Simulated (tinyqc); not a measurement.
# Electron continuity equation in a given potential, Scharfetter-Gummel discretisation: three discretisations compared

Steady state in one dimension: J = q mu n E + q D dn/dx with E = -dpsi/dx and D = mu Vt, dJ/dx = q (n/tau - G), fixed densities nL and nR at the ends. The potential is given, psi = U x/L - Ub exp(-((x/L - xb)/sb)^2), and is not changed by the electrons.

12 equal intervals. Fluxes J_i = (q D/h)(n_(i+1) P_i - n_i Q_i), d_i = (psi_(i+1) - psi_i)/Vt: Scharfetter-Gummel P = B(d), Q = B(-d), B(d) = d/(exp(d) - 1); central P = 1 - d/2, Q = 1 + d/2; upwind P = 1 + max(-d, 0), Q = 1 + max(d, 0). Balance at each inner node: J_i - J_(i-1) = q h (n_i/tau - G). The reference is Scharfetter-Gummel on 2400 intervals.

Parameters, values chosen for the exercise; mobility close to that of germanium at room temperature:
- T = 250 K (temperature)
- mu = 3910 cm^2/(V s) (electron mobility)
- L = 3.4 um (length of the region)
- nL = 4.7e15 cm^-3 (density at x = 0)
- nR = 1.2e15 cm^-3 (density at x = L)
- tau = 6.2e-11 s (lifetime)
- G = 0 cm^-3 s^-1 (uniform generation rate)
- U = -0.89 V (potential difference psi(L) - psi(0))
- Ub = 0.13 V (depth of the dip in psi (a barrier for electrons))
- xb = 0.57 (position of the barrier over L)
- sb = 0.1 (width of the barrier over L)

Constants: q = 1.602176634e-19 C, kB = 1.380649e-23 J/K, Vt = kB T/q. Results are converted to the units shown.

Densities (cm^-3):

| node | Scharfetter-Gummel | central | upwind | reference |
|---|---|---|---|---|
| 0 | 4.7000e15 | 4.7000e15 | 4.7000e15 | 4.7000e15 |
| 1 | 7.5021e14 | -3.9270e14 | 1.4936e15 | 7.2249e14 |
| 2 | 6.5632e14 | 9.3502e14 | 8.2350e14 | 6.2686e14 |
| 3 | 6.8165e14 | 6.3584e14 | 7.0114e14 | 6.5110e14 |
| 4 | 7.0758e14 | 7.4552e14 | 6.9444e14 | 6.7223e14 |
| 5 | 6.4279e14 | 6.2501e14 | 6.4072e14 | 5.5740e14 |
| 6 | 4.0585e14 | 3.0051e14 | 4.2901e14 | 3.3358e14 |
| 7 | 4.7992e14 | 5.7534e14 | 4.6443e14 | 6.8543e14 |
| 8 | 3.5039e15 | 3.6674e15 | 3.2598e15 | 4.3240e15 |
| 9 | 2.8075e15 | 2.8285e15 | 2.8167e15 | 2.6214e15 |
| 10 | 1.2390e15 | 8.1812e14 | 1.5414e15 | 1.1894e15 |
| 11 | 1.1547e15 | 1.2450e15 | 1.2293e15 | 1.1515e15 |
| 12 | 1.2000e15 | 1.2000e15 | 1.2000e15 | 1.2000e15 |

What does the comparison show, and why?

Largest errors as a share of the largest reference density listed: Scharfetter-Gummel 17 %, central 24 %, upwind 23 %. The largest |d| is 6.56. Central differences give 1 negative value(s), since P or Q changes sign once |d| exceeds 2. Upwinding stays positive but acts as if D were larger by the factor 1 + |d|/2, up to 4.28 here.

Range of the model: The drift velocity mu E exceeds 1e7 cm/s somewhere, where real mobilities no longer stay constant.

Program tinyqc, `OMP_NUM_THREADS=1 python tinyqc.py 2220045 2220046 out.jsonl`; Intel Xeon 2.30GHz, shared host, one thread, about 0.01 s.
